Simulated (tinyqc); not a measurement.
Conductivity against temperature: Debye-Callaway model of lattice thermal conductivity. Computed by tinyqc, a small Python program. Command: `OMP_NUM_THREADS=1 python tinyqc.py 3006870 3006871 out.jsonl callaway walk`. One thread of a shared host (Intel(R) Xeon(R) Processor @ 2.30GHz), about 0.01 s of CPU time with the checks.

Three acoustic branches with one velocity v, cut at omega_D = k_B Theta/hbar; x = hbar omega/(k_B T). v and Theta are separate inputs: Theta cuts off the heat-carrying modes, so C need not reach 3 k_B/V. gamma is an effective value that sets the umklapp rate.

Inputs (values chosen for the exercise, for a model crystal):

| quantity | value | unit |
|---|---|---|
| sound velocity v | 2800 | m/s |
| Debye temperature Theta | 198 | K |
| volume per atom V | 28.7 | angstrom^3 |
| mean atomic mass M | 151 | u |
| effective Grueneisen parameter gamma | 1.36 | - |
| umklapp exponent divisor b | 2 | - |
| vacancy fraction n_v | 0.00021 | - |
| Casimir length L | 60 | micrometre |
| normal-process factor f_N | 2.1 | - |

Sample: crystal. Point defects: vacancies. Normal processes: included.

Constants: k_B = 1.380649e-23 J/K; hbar = 1.054571817e-34 J s; u = 1.6605390666e-27 kg.

Method:
- A vacancy counts as a mass defect Delta M/M = -3 (the missing mass and twice its bonds), so Gamma = 9 n_v. A = V Gamma/(4 pi v^3).
- Rates: point defects A omega^4; umklapp B omega^2 T exp(-Theta/(b T)) with B = hbar gamma^2/(M v^2 Theta); normal processes f_N B omega^2 T (T/Theta)^2. Boundaries: v/L.
- kappa_1 = c int tau_C g dx, g = x^4 e^x/(e^x - 1)^2, c = (k_B/(2 pi^2 v)) (k_B T/hbar)^3, over 0 < x < min(Theta/T, 40), by 96 Gauss-Legendre points in s with x = x_max s^2; 1/tau_C = 1/tau_R + 1/tau_N; kappa_2 = c [int (tau_C/tau_N) g dx]^2 / int (tau_C/(tau_N tau_R)) g dx; kappa = kappa_1 + kappa_2.
- The boundary limit is C v^2/(3 x boundary rate), with C = 3 c int g dx / v^2.

Rayleigh coefficient A = 1.96635e-43 s^3

Kappa (W/(m K)):

| T (K) | all processes | without point defects | boundary limit |
|---|---|---|---|
| 2 | 2.4306 | 2.4961 | 2.4961 |
| 4 | 15.986 | 19.969 | 19.969 |
| 6.9 | 50.749 | 102.50 | 102.50 |
| 12 | 112.47 | 537.78 | 539.03 |
| 20 | 173.84 | 1953.8 | 2424.2 |
| 34 | 198.86 | 1635.9 | 8751.2 |
| 59 | 147.24 | 590.74 | 18773 |
| 99 | 82.931 | 220.93 | 25654 |
| 160 | 44.844 | 95.193 | 28825 |
| 260 | 25.024 | 44.310 | 30197 |

What follows from these numbers?

kappa peaks among these rows at 34 K (T/Theta = 0.172) with 199 W/(m K). The exponent d ln kappa/d ln T is 2.72 at the cold end and -1.20 at the hot end. The normal rate is taken to grow as T^3 at all T, which overstates it above Theta. Point defects cost most at 20 K, a factor 11.2.

Extremes, crossings and ranges named in words are read from the listed rows.
